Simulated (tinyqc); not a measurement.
# Lossy on-chip transmission line with skin effect: two studies

A uniform line in a homogeneous dielectric: c = sqrt(er)/(c0 Z0), l = Z0 sqrt(er)/c0 (c0 = 299792458 m/s), g = w c td, w = 2 pi f. The resistance joins its limits as r = sqrt(r_dc^2 + r_hf^2), with r_dc = rho/(wd th), r_hf = kr rho/(2 delta (wd + th)), delta = sqrt(rho/(pi f mu0)), mu0 = 4 pi 1e-7 H/m; this is an interpolation, and internal inductance, up to 0.05 nH/mm at low frequency, is neglected.

Parameters, values chosen for the exercise:
```
symbol,value,unit,meaning
wd,1.1,um,width of the strip
th,1.1,um,thickness of the strip
rho,2,uohm cm,resistivity
er,3.5,,relative permittivity
td,0.002,,loss tangent
Z0,50,ohm,lossless impedance sqrt(l/c)
kr,2,,factor for crowding and the return path
len,1.1,mm,length
Rg,10,ohm,source resistance
RL,1000,ohm,load resistance
CL,300,fF,load capacitance
f,1.6,GHz,frequency
```

Each table varies one quantity; the others keep the values above.

## Line properties against frequency

gamma = sqrt((r + i w l)(g + i w c)) = alpha + i beta, Zc = sqrt((r + i w l)/(g + i w c)), roots with positive real part; loss 8.685889638 alpha in dB; phase velocity w/beta. ZL = 1/(1/RL + i w CL); reflection (ZL - Zc)/(ZL + Zc); Zin = Zc (ZL + Zc tanh(gamma len))/(Zc + ZL tanh(gamma len)); H = V_load/V_source = [Zin/(Zin + Rg)]/[cosh(gamma len) + (Zc/ZL) sinh(gamma len)].

Line properties against frequency:
```
f (GHz)  r (ohm/mm)  r/(w l)  loss (dB/mm)  |Zc| (ohm)  phase velocity over c0  length in wavelengths  |H| (dB)
0.01         16.534   843.36      0.069964      1452.0                0.026041              0.0014090  -0.24144
0.03         16.544   281.29       0.12107      838.58                0.045037              0.0024441  -0.24152
0.09         16.573   93.930       0.20915      484.60                0.077660              0.0042522  -0.24165
0.3          16.676   28.354       0.37837      266.33                 0.13962              0.0078842  -0.24076
0.8          16.919   10.788       0.60481      164.57                 0.21994               0.013346  -0.23060
2            17.488   4.4601       0.91128      106.90                 0.32053               0.022895  -0.16300
7            19.682   1.4342        1.4612      66.114                 0.45621               0.056300   0.49760
20           24.484  0.62444        2.0446      54.290                 0.51225                0.14326   -4.5578
60           35.384  0.30081        3.0606      51.095                 0.52878                0.41634   -14.234
```

What does the table show?

r equals w l at 10.8 GHz: below it |Zc| and the delay grow as in an RC line, above it |Zc| tends to Z0 = 50 ohm and the velocity to 1/sqrt(er) = 0.535 c0. The loss goes as f^(0.50) between the first two rows and f^(0.37) between the last two. |H| is -0.241 dB in the first row and -14.2 dB in the last; between rows it can pass through resonances that the table doesn't show.

## Effect of the length

Same model as above.

The same in every row: r (ohm/mm) = 17.30; r/(w l) = 5.515; loss (dB/mm) = 0.8279; |Zc| (ohm) = 118.4; phase velocity over c0 = 0.2944.

Effect of the length:
```
len (mm)  length in wavelengths  |H| (dB)
0.11                   0.001994  -0.09968
0.19                   0.003445   -0.1066
0.34                   0.006164   -0.1196
0.59                    0.01070   -0.1420
1                       0.01813   -0.1816
1.8                     0.03263   -0.2756
3.1                     0.05620   -0.5104
5.5                     0.09972    -1.391
```

Read the table: what changes, and by how much?

As len goes from 0.11 to 5.5, the loss stays at 0.828 dB/mm, |Zc| stays at 118 ohm and |H| goes from -0.0997 to -1.39 dB, with its highest value among the rows, -0.0997 dB, at len = 0.11.

Numbers from tinyqc (`OMP_NUM_THREADS=1 python tinyqc.py 2810229 2810230 out.jsonl`; about 0.01 s on one thread of a shared Intel Xeon 2.30GHz).
